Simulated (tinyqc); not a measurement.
Gate length: charge control and current of a heterostructure field-effect transistor. Computed by tinyqc, a small Python program. Command: `OMP_NUM_THREADS=1 python tinyqc.py 3014185 3014186 out.jsonl hemt walk`. One thread of a shared host (Intel(R) Xeon(R) Processor @ 2.30GHz), about 0.01 s of CPU time with the checks.

Two subbands in a triangular well; E_F is counted from the conduction band edge of the channel at the interface.

Inputs (values chosen for the exercise, modelled on AlGaAs/GaAs):
```
quantity                                  value        unit
channel mass m                            0.066         m_0
permittivity eps (barrier and channel)     12.7           -
barrier thickness d                          44          nm
Schottky barrier phi_B                     0.96          eV
conduction band offset dE_c                0.28          eV
delta-doping density N_d                4.5e+12      1/cm^2
gate voltage V_G                              0           V
mobility mu                                8500  cm^2/(V s)
saturation velocity v_s                     1.4    1e7 cm/s
gate length L                               560          nm
source resistance R_S                         0      ohm mm
temperature T                               300           K
mixing                                      0.3           -
iteration cap                               200           -
spacer between delta layer and channel      2.6          nm
```

Charge source: delta doping. Velocity law: smooth.

Constants: e = 1.602176634e-19 C; eps_0 = 8.8541878128e-12 F/m; k_B = 8.617333262e-05 eV/K; hbar = 1.054571817e-34 J s; m_0 = 9.1093837015e-31 kg; k_B = 1.380649e-23 J/K.

Method:
- Threshold V_T = phi_B - dE_c - e N_d (d - spacer)/(eps eps_0) (in volts); C_b = eps eps_0/d.
- Charge control: n_s = C_b (V_G - V_T - E_F/e)/e. Well: mean field F = e n_s/(2 eps eps_0), E_i = (hbar^2/2m)^(1/3) [(3 pi e F/2)(i + 3/4)]^(2/3), i = 0, 1; n_s = D k_B T sum_i ln(1 + exp((E_F - E_i)/k_B T)), D = m/(pi hbar^2), which is solved in closed form for E_F.
- Iteration from n_s = C_b (V_G - V_T)/(2e): E_F from n_s, n_out from the charge control, n_new = n_s + mixing (n_out - n_s), kept above n_s/10; stop when |n_out/n_s - 1| < 1e-9.
- C_g = e dn_s/dV_G = 1/(1/C_b + 1/C_q), 1/C_q = d(E_F/e)/d(e n_s) by a central difference of +/- 0.1 % in n_s; added distance dd = eps eps_0/C_q.
- With V = e n_s/C_g and V_c = v_s L/mu: for v = mu F/(1 + mu F/v_s), V_Dsat = V_c (sqrt(1 + 2V/V_c) - 1) and I/W = C_g v_s (V - V_Dsat); g_m = dI/dV; extrinsic g_m/(1 + g_m R_S); f_T = g_m/(2 pi C_g L).

sheet density n_s = 2.78093e+12 1/cm^2

gate capacitance C_g = 0.230448 microfarad/cm^2

V = 1.93343 V

Scaling; the last columns are v_s/(2 pi L) and mu V/(2 pi L^2):
```
L (nm)  I/W (mA/mm)  g_m (mS/mm)  extrinsic g_m (mS/mm)  f_T (GHz)  velocity limit (GHz)  mobility limit (GHz)
30           580.75       311.10                 311.10     716.19                742.72            2.9062e+05
60           563.82       306.34                 306.34     352.61                371.36            7.2655e+04
120          540.73       299.62                 299.62     172.44                185.68            1.8164e+04
250          507.64       289.51                 289.51      79.98                 89.13            4.1849e+03
500          466.36       276.04                 276.04      38.13                 44.56            1.0462e+03
1000         414.01       257.42                 257.42      17.78                 22.28            2.6156e+02
2000         350.74       232.23                 232.23       8.02                 11.14            6.5389e+01
5000         255.39       187.44                 187.44       2.59                  4.46            1.0462e+01
```

What follows from these numbers?

f_T scales as L^-1.02 at the short end and L^-1.23 at the long end; the two limits cross at L = mu V/v_s = 11700 nm. g_m tends to C_g v_s = 323 mS/mm. Fringe capacitances and short-channel effects, left out, lower f_T once L is below about ten barrier thicknesses. Caution: E_F lies above the conduction band minimum of the barrier, so electrons would spill into the barrier.

Extremes, crossings and ranges named in words are read from the listed rows.
